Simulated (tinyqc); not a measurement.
Domain walls in a thin film with perpendicular anisotropy: Bloch, Neel and chiral walls, motion and stripe domains. Changing the DMI constant D. Computed by tinyqc, a small Python program. Command: `OMP_NUM_THREADS=1 python tinyqc.py 3002838 3002839 out.jsonl mwall sweep`. One thread of a shared host (Intel(R) Xeon(R) Processor @ 2.30GHz), about 0.06 s of CPU time with the checks.

One-dimensional wall: polar angle theta(x), azimuth phi of the moment in the wall (phi = 0 Neel, 90 degrees Bloch). mu_0 = 1.25663706212e-6 T m/A, gamma = 1.76085963023e11 rad/(s T).

Inputs (values chosen for the exercise, for a model film):

| quantity | value | unit |
|---|---|---|
| saturation magnetisation M_s | 1080 | kA/m |
| exchange stiffness A | 19 | pJ/m |
| uniaxial anisotropy K_u | 843 | kJ/m^3 |
| thickness t | 2.2 | nm |
| damping alpha | 0.082 | - |
| field mu_0 H_z | 3.9 | mT |

Drive: magnetic field.

Method:
- K_eff = K_u - mu_0 M_s^2/2; Delta = sqrt(A/K_eff); sigma_0 = 4 sqrt(A K_eff); profile theta = 2 arctan exp(x/Delta); quality factor Q = 2 K_u/(mu_0 M_s^2).
- sigma(phi) = sigma_0 + 2 Delta K_D cos^2(phi) - pi D cos(phi), with the wall shape anisotropy K_D = N_x mu_0 M_s^2/2, N_x = t ln 2/(pi Delta). The minimum has cos(phi) = D/D_N for D < D_N = 4 Delta K_D/pi and phi = 0 beyond; sigma turns negative at D_c = (sigma_0 + 2 Delta K_D)/pi.
- Field drive: steady motion v = gamma Delta B/alpha needs B = (alpha/2) [2 B_D sin(phi) - B_K sin(2 phi)] in size, B_K = 2 K_D/M_s, B_D = pi D/(2 M_s Delta), with phi moving from its rest value; the Walker field B_W is the largest value of |B_D sin(phi) - (B_K/2) sin(2 phi)| times alpha, reached at cos(phi) = [d - sqrt(d^2 + 8)]/4, d = B_D/B_K. Far above B_W/alpha, v = gamma Delta B alpha/(1 + alpha^2); this is used for all B above B_W.

One run for each value:

| DMI constant D (mJ/m^2) | Walker field B_W (mT) | velocity at B_W (m/s) | azimuth phi (degrees) | wall energy sigma (mJ/m^2) |
|---|---|---|---|---|
| 0.010 | 2.121 | 59.82 | 88.735 | 5.7858 |
| 0.020 | 2.186 | 61.65 | 87.469 | 5.7847 |
| 0.040 | 2.317 | 65.35 | 84.933 | 5.7806 |
| 0.079 | 2.578 | 72.72 | 79.955 | 5.7645 |
| 0.160 | 3.141 | 88.58 | 69.314 | 5.6973 |
| 0.630 | 6.762 | 190.72 | 0.000 | 4.5184 |
| 1.300 | 12.438 | 350.83 | 0.000 | 2.4135 |

Give the missing row, DMI constant D (mJ/m^2) = 0.320.

Computed row; columns: (1) DMI constant D (mJ/m^2); (2) Walker field B_W (mT); (3) velocity at B_W (m/s); (4) azimuth phi (degrees); (5) wall energy sigma (mJ/m^2):
```
(1)      (2)     (3)     (4)     (5)
0.320  4.316  121.73  45.049  5.4310
```

Interpolating between the two neighbouring rows (the first column on a logarithmic scale, the others too where they are positive) misses most in azimuth phi (degrees), by 24 %. Over the rows, Walker field B_W (mT) rises from 2.12 to 12.4 (exponent d ln y / d ln x 0.044 between the first rows and 0.84 between the last); velocity at B_W (m/s) rises from 59.8 to 351 (exponent d ln y / d ln x 0.044 between the first rows and 0.84 between the last); azimuth phi (degrees) falls from 88.7 to 0, flat over part of the range.  Left out: 2.50 (the wall energy is near zero or negative, and spirals replace domains).

Caution (rows 0.0100, 0.0200, 0.0400, 0.0790, 0.160): below about 3 B_W/alpha the mean velocity lies above the far-field formula, by a factor of roughly 1 + (B_W/(alpha B))^2/2.

Extremes, crossings and ranges named in words are read from the listed rows.
